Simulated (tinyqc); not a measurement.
Sharp and graded interfaces: valley splitting in a one-orbital chain of atomic planes (second-neighbour model).

Each (001) plane carries one orbital with energy e0, hopping v to the next plane and u to the second: E(phi) = e0 + 2 v cos(phi) + 2 u cos(2 phi), where phi = pi - k a/4 (the sign of every second orbital is chosen so that v > 0, which shifts the phase by pi). The minimum lies at cos(phi0) = -v/(4u), phi0 = pi - (pi/2) k0 for a valley at k0 (2 pi/a), and e0 puts it at zero. A slab of N planes has hard walls: the matrix simply ends.

A well of Nw planes between barriers of 40 planes each (as of a SiGe alloy, taken as an offset alone). With x = j - 39.5 for plane j = 0, 1, ..., the potential is V0 (f(x) + f(Nw - x)) + F (j - 40) a/4, f(y) = 1/(1 + exp(y/L)), a step for L = 0; L is in planes, 4 L is about the distance over which f goes from 0.88 to 0.12, and 1 MV/m = 1e-4 V/angstrom.

Inputs chosen for the exercise (near those of the Delta valleys of silicon; abrupt walls in this chain split the valleys several times more than measured wells; shifted at random, so the results belong to these values and not to a real crystal): a = 5.427 angstrom (lattice constant; planes lie a/4 apart); V0 = 0.3 eV (barrier height); F = 5 MV/m (field); Nw = 47 (planes in the well).

u = 0.641575 eV
v = 0.634307 eV
e0 = 1.439930 eV

The lowest doublet for several interface widths L.

Doublet:

| L (planes) | 4 L (angstrom) | mean level (meV) | splitting (micro-eV) |
|---|---|---|---|
| 0.00 | 0.00 | 22.42 | 830.16 |
| 0.25 | 1.36 | 22.54 | 431.25 |
| 0.50 | 2.71 | 22.74 | 81.20 |
| 0.75 | 4.07 | 23.00 | 13.63 |
| 1.00 | 5.43 | 23.33 | 2.26 |
| 1.50 | 8.14 | 24.22 | 0.08 |
| 2.00 | 10.85 | 25.38 | 0.00 |

The mean level moves by +3.0 meV over the table, while the splitting falls from 830.2 micro-eV at a step to 2.26 at L = 1 plane, a factor 368. Coupling the valleys needs the Fourier component of the potential at twice the valley wave vector, a period of a few planes, and grading removes it. Random alloy disorder, left out here, sets the splitting once this part is gone.

tinyqc: `OMP_NUM_THREADS=1 python tinyqc.py 1451366 1451367 out.jsonl`; about 0.01 s, one thread, shared Intel(R) Xeon(R) Processor @ 2.30GHz.
